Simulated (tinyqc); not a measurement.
Stretching all distances: RHF, UHF, MP2, CISD and CCSD against full CI in the sto-3g basis, for BeH2, spin multiplicity 1. Computed by the program tinyqc with PySCF. All coordinates are multiplied by the scale. c0^2 is the weight of the RHF determinant in the lowest singlet FCI state (UHF is spin-contaminated and may lie near states of higher spin) and n(LUMO) the first natural occupation beyond the occupied space.

Geometry (angstrom):

| atom | x | y | z |
|---|---|---|---|
| Be | 0.0000 | 0.0000 | 0.0000 |
| H | 0.0000 | 1.2340 | 0.0010 |
| H | 0.0000 | -1.2340 | 0.0010 |

Full CI energy (hartree) and errors against it (kcal/mol):

| scale | distance 1-2 (angstrom) | E(FCI) | RHF | UHF | MP2 | CISD | CCSD | <S^2> UHF | c0^2 | n(LUMO) |
|---|---|---|---|---|---|---|---|---|---|---|
| 1.0000 | 1.2340 | -15.589778 | 19.6559 | 19.6559 | 6.3284 | 0.3805 | 0.2099 | 0.0000 | 0.9767 | 0.0226 |
| 1.2400 | 1.5302 | -15.570161 | 28.6976 | 28.6976 | 10.5746 | 0.8559 | 0.4013 | 0.0000 | 0.9569 | 0.0483 |
| 1.7300 | 2.1348 | -15.412201 | 70.3030 | 46.8851 | 32.6330 | 6.5459 | 2.7760 | 0.9420 | 0.8077 | 0.2578 |
| 1.9700 | 2.4310 | -15.358999 | 107.7986 | 33.3270 | 54.2160 | 14.2250 | 5.0065 | 1.2454 | 0.6040 | 0.5588 |

Estimate the missing row, scale = 1.49.

Computed row:
```
scale   distance 1-2 (angstrom)      E(FCI)      RHF      UHF      MP2    CISD    CCSD  <S^2> UHF    c0^2  n(LUMO)
1.4900                   1.8387  -15.490671  45.1629  45.1629  18.9421  2.4270  1.0360     0.0000  0.9084   0.1132
```

UHF parts from RHF first at scale 1.73 of those listed, where <S^2> leaves zero. The weight c0^2 goes from 0.98 to 0.60 and n(LUMO) from 0.02 to 0.56: static correlation grows as the bonds break into open-shell fragments. The spread of the error along the curve, which distorts its shape, is CCSD 4.8, CISD 13.8, UHF 27.2, MP2 47.9, RHF 88.1 kcal/mol. The table stops here: at scale 2.21 and beyond, the reference weight falls under 0.45 or RHF, UHF or CCSD hop between solutions, so those rows were left out and the spreads given cover only the rows shown. As computed, partly on other solutions, the errors there reach in size RHF 229, UHF 31, MP2 80, CISD 21, CCSD 3 kcal/mol.
